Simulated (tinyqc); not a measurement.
The same layer on three faces: model-solid line-up of a strained alloy layer on a substrate.

All values of the alloy are linear in x but the gap, Eg(x) = (1 - x) Eg_A + x Eg_B - C x (1 - x), and the valence edge, Ev(x) = (1 - x) Ev_A + x Ev_B + fv C x (1 - x); Ec = Ev + Eg. Ev is the top of the unstrained valence band on a scale common to all materials. In the layer only the Gamma valley of the conduction band is followed, also where an X or L valley would lie lower.

Coherent growth: e_par = (a_s - a)/a. (001): e_perp = -2 (C12/C11) e_par; exx = eyy = e_par, ezz = e_perp, no shear. (111): e_perp = -(2 C11 + 4 C12 - 4 C44)/(C11 + 2 C12 + 4 C44) e_par; exx = eyy = ezz = (2 e_par + e_perp)/3 and exy = eyz = ezx = (e_perp - e_par)/3. (110): e_perp = -(C11 + 3 C12 - 2 C44)/(C11 + C12 + 2 C44) e_par; exx = eyy = (e_par + e_perp)/2, ezz = e_par, exy = (e_perp - e_par)/2, eyz = ezx = 0.

Strained edges: Ec + ac tr(e); the valence edges are Ev plus the levels of the 6 x 6 matrix of X, Y, Z times spin with -Dso/3 + l exx + m (eyy + ezz) on the diagonal (cyclic), n exy off it, l = av + 2 b, m = av - b, n = sqrt(3) d. Spin-orbit term (Dso/3) L.sigma on X, Y, Z with (L_k)_ij = -i epsilon_kij: <X+|H|Y+> = -i Dso/3, <X+|H|Z-> = Dso/3, <Y+|H|Z-> = -i Dso/3, <Z+|H|X-> = -Dso/3, <Z+|H|Y-> = i Dso/3, <X-|H|Y-> = i Dso/3, and their conjugates; + and - are the spin along z.

Inputs chosen for the exercise (A near GaAs, B near AlAs, substrate near Ge; the results hold for these values, not for the real material):
- a = (5.66, 5.656) angstrom (lattice constant of A, B)
- Eg = (1.51, 3.059) eV (gap at Gamma to the s-like level of A, B)
- Dso = (0.341, 0.278) eV (spin-orbit splitting of A, B)
- Ev = (-0.81, -1.33) eV (top of the unstrained valence band of A, B)
- ac = (-7.25, -5.64) eV (conduction deformation potential of A, B)
- av = (1.15, 2.44) eV (valence hydrostatic potential of A, B)
- b = (-1.99, -2.28) eV (tetragonal shear potential of A, B)
- d = (-4.82, -3.43) eV (trigonal shear potential of A, B)
- C11 = (121.8, 125.6) GPa (of A, B)
- C12 = (56.1, 53.8) GPa (of A, B)
- C44 = (59.8, 54.9) GPa (of A, B)
- C = 0.382 eV (bowing of the gap)
- fv = 0.3 (share of the bowing taken by the valence edge)
- a_s = 5.651 angstrom (substrate)
- x = 0.82 (fraction of B)

Composition and substrate are kept.

Cases:
```
face
(001)
(111)
(110)
```

Rank the cases by gap (eV), lowest first.

Answer: (001), (110), (111).

Results:
```
face,e_perp (%),tr(e) (%),shift of Ec (meV),shift of Ev (meV),valence splitting (meV),gap (eV)
(001),0.088,-0.114,6.8,1.7,8.3,2.7289
(111),0.054,-0.148,8.8,0.0,6.5,2.7326
(110),0.061,-0.141,8.4,0.4,6.9,2.7318
```

The layer yields most along the normal on (001) and least on (111), so the volume change, and with it the shift of Ec, is largest on (111). The valence splitting, set by b on (001), by d on (111) and by both on (110), is largest on (001). The gaps span 4 meV, from (001) to (111).

tinyqc: `OMP_NUM_THREADS=1 python tinyqc.py 1050620 1050621 out.jsonl`; about 0.02 s, one thread, shared Intel(R) Xeon(R) Processor @ 2.30GHz.
